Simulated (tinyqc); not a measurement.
Inside a calculation. Method: empirical pseudopotential in a few plane waves. Computed by tinyqc, a small Python program that keeps every step. Settings: plane-wave index or count = 15. Command: `OMP_NUM_THREADS=1 python tinyqc.py 25047 25048 out.jsonl` (the two numbers bound the seeds that draw the settings). One thread of a shared host (Intel(R) Xeon(R) Processor @ 2.60GHz), about 0.3 s of CPU time with the checks.

## Bloch Hamiltonian at G

Parameters chosen for this model: fcc lattice, atoms at +/- a/8 (1,1,1); form factors in rydberg at |G|^2 in units of (2 pi/a)^2:
```
parameter                 value      unit
a                      6.310000  angstrom
VS(3)                 -0.253000        Ry
VS(8)                  0.028000        Ry
VS(11)                 0.085000        Ry
VA(3)                         0        Ry
VA(4)                         0        Ry
VA(11)                        0        Ry
hbar^2/2m (2 pi/a)^2   3.777669        eV
```

k point G (2 pi / a): 0  0  0

Basis: the 15 shortest G (labels in 2 pi/a), the same at every k. H(G,G') = c |k + G|^2 delta + VS(|G-G'|^2) cos((G-G').tau) + i VA sin((G-G').tau), tau = a/8 (1,1,1); 1 Ry = 13.605693 eV.

H(k) at G (eV):
```
         +0+0+0   -1-1-1   -1-1+1   -1+1-1   -1+1+1   +1-1-1   +1-1+1   +1+1-1
+0+0+0   0.0000   2.4340  -2.4340  -2.4340  -2.4340  -2.4340  -2.4340  -2.4340
-1-1-1   2.4340  11.3330   0.0000   0.0000  -0.3810   0.0000  -0.3810  -0.3810
-1-1+1  -2.4340   0.0000  11.3330   0.3810   0.0000   0.3810   0.0000   0.0000
-1+1-1  -2.4340   0.0000   0.3810  11.3330   0.0000   0.3810   0.0000   0.0000
-1+1+1  -2.4340  -0.3810   0.0000   0.0000  11.3330   0.0000   0.3810   0.3810
+1-1-1  -2.4340   0.0000   0.3810   0.3810   0.0000  11.3330   0.0000   0.0000
+1-1+1  -2.4340  -0.3810   0.0000   0.0000   0.3810   0.0000  11.3330   0.3810
+1+1-1  -2.4340  -0.3810   0.0000   0.0000   0.3810   0.0000   0.3810  11.3330
+1+1+1   2.4340   0.0000  -0.3810  -0.3810   0.0000  -0.3810   0.0000   0.0000
-2+0+0   0.0000  -2.4340  -2.4340  -2.4340   2.4340   0.8178  -0.8178  -0.8178
+0-2+0   0.0000  -2.4340  -2.4340   0.8178  -0.8178  -2.4340   2.4340  -0.8178
+0+0-2   0.0000  -2.4340   0.8178  -2.4340  -0.8178  -2.4340  -0.8178   2.4340
+0+0+2   0.0000  -0.8178   2.4340  -0.8178  -2.4340  -0.8178  -2.4340   0.8178
+0+2+0   0.0000  -0.8178  -0.8178   2.4340  -2.4340  -0.8178   0.8178  -2.4340
+2+0+0   0.0000  -0.8178  -0.8178  -0.8178   0.8178   2.4340  -2.4340  -2.4340

         +1+1+1   -2+0+0   +0-2+0   +0+0-2   +0+0+2   +0+2+0   +2+0+0
+0+0+0   2.4340   0.0000   0.0000   0.0000   0.0000   0.0000   0.0000
-1-1-1   0.0000  -2.4340  -2.4340  -2.4340  -0.8178  -0.8178  -0.8178
-1-1+1  -0.3810  -2.4340  -2.4340   0.8178   2.4340  -0.8178  -0.8178
-1+1-1  -0.3810  -2.4340   0.8178  -2.4340  -0.8178   2.4340  -0.8178
-1+1+1   0.0000   2.4340  -0.8178  -0.8178  -2.4340  -2.4340   0.8178
+1-1-1  -0.3810   0.8178  -2.4340  -2.4340  -0.8178  -0.8178   2.4340
+1-1+1   0.0000  -0.8178   2.4340  -0.8178  -2.4340   0.8178  -2.4340
+1+1-1   0.0000  -0.8178  -0.8178   2.4340   0.8178  -2.4340  -2.4340
+1+1+1  11.3330  -0.8178  -0.8178  -0.8178  -2.4340  -2.4340  -2.4340
-2+0+0  -0.8178  15.1107   0.3810   0.3810  -0.3810  -0.3810   0.0000
+0-2+0  -0.8178   0.3810  15.1107   0.3810  -0.3810   0.0000  -0.3810
+0+0-2  -0.8178   0.3810   0.3810  15.1107   0.0000  -0.3810  -0.3810
+0+0+2  -2.4340  -0.3810  -0.3810   0.0000  15.1107   0.3810   0.3810
+0+2+0  -2.4340  -0.3810   0.0000  -0.3810   0.3810  15.1107   0.3810
+2+0+0  -2.4340   0.0000  -0.3810  -0.3810   0.3810   0.3810  15.1107
```

## Levels at G

Diagonalise the Hermitian matrix.

eigenvalues (eV): -3.0523  6.2035  6.2035  6.2035  8.5826  10.9520  10.9520  10.9520  14.3488  14.3488  15.5282  19.8593  19.8593  19.8593  20.5278

## Bands along a path

The same steps at evenly spaced points between the labelled ones.

Bands along the path (eV), lowest eight:
```
k          band 1  band 2  band 3  band 4   band 5   band 6   band 7   band 8
L         -1.2603  1.5019  5.9079  5.9079   9.5019  12.1987  12.1987  16.0991
L-G 0.33  -2.0787  2.6464  5.8618  5.8618   9.5187  11.8732  11.8732  14.0812
L-G 0.67  -2.7963  4.6262  6.0601  6.0601   9.5698  11.3477  11.3477  11.5180
G         -3.0523  6.2035  6.2035  6.2035   8.5826  10.9520  10.9520  10.9520
G-X 0.33  -2.7081  4.4517  5.8523  5.8523  10.3040  10.4816  11.8937  11.8937
G-X 0.67  -1.6891  2.2088  5.4049  5.4049  10.0385  10.6583  14.1041  14.1041
X         -0.0370  0.3272  5.4399  5.4399   9.9593  10.3660  17.0198  17.0198
```

With 4 band(s) filled, the highest filled level on these points lies at G and the lowest empty one at G: a gap of 2.3792 eV, direct. This holds for the small fixed basis; with all plane waves up to |k + G|^2 = 21 (2 pi/a)^2 the gap along the path is 3.31 eV.

## Convergence with the number of plane waves

Levels at G counted from the fourth one.

Levels (eV):
```
plane waves   level 1  level 5  level 8
9            -14.0043        0   1.5238
15            -9.2557   2.3792   4.7486
27            -8.3651   3.2748   4.5238
51            -8.4305   3.6007   4.8315
59            -8.5637   3.5953   4.5695
65            -8.6055   3.5953   4.5039
89            -8.5420   3.5634   4.5587
```
